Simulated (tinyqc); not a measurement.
BHZ model on a square lattice (one spin block): one step. Edge state of the continuum model. Two cases, with inputs chosen for the exercise.

Task: At a hard wall the state is exp(-l1 y) - exp(-l2 y). At kx = 0: E = -D M/B, slope hbar v = A sqrt(1 - D^2/B^2), l = F -/+ sqrt(F^2 - M/B) with F = |A|/(2 sqrt(B^2 - D^2)); complex l means an oscillating tail. Penetration 1/Re(l1).

h(k) = e0 + d.s with s the Pauli matrices in the basis (E, H), k in units of 1/a: dx = (A/a) sin kx, dy = (A/a) sin ky, dz = M - (2B/a^2)(2 - cos kx - cos ky), e0 = -(2D/a^2)(2 - cos kx - cos ky). The other spin block is h*(-k). For small k this is the continuum model with dz = M - B k^2.

Case 1.

Values chosen (of the size used for InAs / GaSb double wells; not measured data):
- A = 0.74 eV angstrom
- B = -78 eV angstrom^2
- D = -23.9 eV angstrom^2
- M = -0.007 eV (mass term)

Case 2.

Values chosen (of the size used for thin Bi2Se3 films; not measured data):
- A = 2.66 eV angstrom
- B = -19.2 eV angstrom^2
- D = -4.7 eV angstrom^2
- M = -0.0565 eV (mass term)

Give: E at kx = 0; hbar v; l1, l2; penetration.

Result:

Case 1.

E at kx = 0 = 2.145 meV
hbar v = 0.7044 eV angstrom

l1, l2 (1/angstrom): 0.00498-0.00806i  0.00498+0.00806i

penetration = 200.7 angstrom

Case 2.

E at kx = 0 = 13.831 meV
hbar v = 2.5791 eV angstrom

l1, l2 (1/angstrom): 0.02495  0.11794

penetration = 40.1 angstrom

Computed by tinyqc, one run a case: `OMP_NUM_THREADS=1 python tinyqc.py N N+1 out.jsonl` with N = 1482077, 1482222; one thread of a shared Intel(R) Xeon(R) Processor @ 2.30GHz, about 0.1 s a run at most.
